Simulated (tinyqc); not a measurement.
# Bandgap voltage reference from two bipolar transistors: effect of the offset of the amplifier

Two transistors of area 1 and N carry the same current I. Is(T) = Is (T/T0)^eta exp[(Vg0 q/kB)(1/T0 - 1/T)], VBE1 = Vt ln(I/Is(T)) + I rb, VBE2 = Vt ln(I/(N Is(T))) + I rb/N. The amplifier forces I R1(T) = VBE1 - VBE2 + Vos, with R(T) = R (1 + tc (T - T0)) for both resistors, and the output is Vref = VBE1 + I R2(T). Base currents and the Early effect are neglected.

Vt = kB T/q; I = (Vt ln N + Vos)/(R1(T) - rb (1 - 1/N)). Box coefficient: span of Vref between 233 and 398 K over its average over T and over 165 K. The last column is the R2 that gives zero slope at T0.

Inputs (values chosen for the exercise); values of the order met in silicon bipolar transistors:

| symbol | value | unit | meaning |
|---|---|---|---|
| T0 | 298 | K | reference temperature |
| Vg0 | 1.163 | V | band-gap voltage extrapolated to 0 K |
| eta | 4.2 |  | temperature exponent of the saturation current |
| Is | 3.4e-16 | A | saturation current of the unit transistor at T0 |
| N | 4 |  | area ratio of the second transistor |
| R1 | 29 | kohm | resistor across which the difference of VBE falls, at T0 |
| tc | 0 | ppm/K | temperature coefficient of both resistors |
| rb | 0 | ohm | series resistance of the unit transistor |
| R2 | 570.6 | kohm | output resistor at T0 |

Constants: q = 1.602176634e-19 C, kB = 1.380649e-23 J/K. Results are converted to the units shown.

Effect of the offset of the amplifier:

| Vos (mV) | I at T0 (uA) | Vref at T0 (V) | slope at T0 (uV/K) | box coefficient (ppm/K) | R2 for zero slope (kohm) |
|---|---|---|---|---|---|
| -5 | 1.055 | 1.163 | 69.54 | 49.39 | 553.7 |
| -3 | 1.124 | 1.204 | 68.84 | 47.19 | 553.9 |
| -1 | 1.193 | 1.245 | 68.53 | 45.42 | 554.0 |
| 0 | 1.228 | 1.266 | 68.50 | 44.66 | 554.0 |
| 1 | 1.262 | 1.286 | 68.53 | 43.97 | 554.0 |
| 3 | 1.331 | 1.327 | 68.77 | 42.79 | 553.9 |
| 5 | 1.400 | 1.367 | 69.21 | 41.80 | 553.8 |

As Vos goes from -5 to 5, Vref rises from 1.163 to 1.367 V and the box coefficient falls from 49.4 to 41.8 ppm/K. Each mV of offset moves Vref by 20.4 mV, about R2/R1 = 19.7 plus the change of VBE1 with the current.

tinyqc, about 0.03 s, one thread, Intel Xeon 2.30GHz (shared host): `OMP_NUM_THREADS=1 python tinyqc.py 2062095 2062096 out.jsonl`
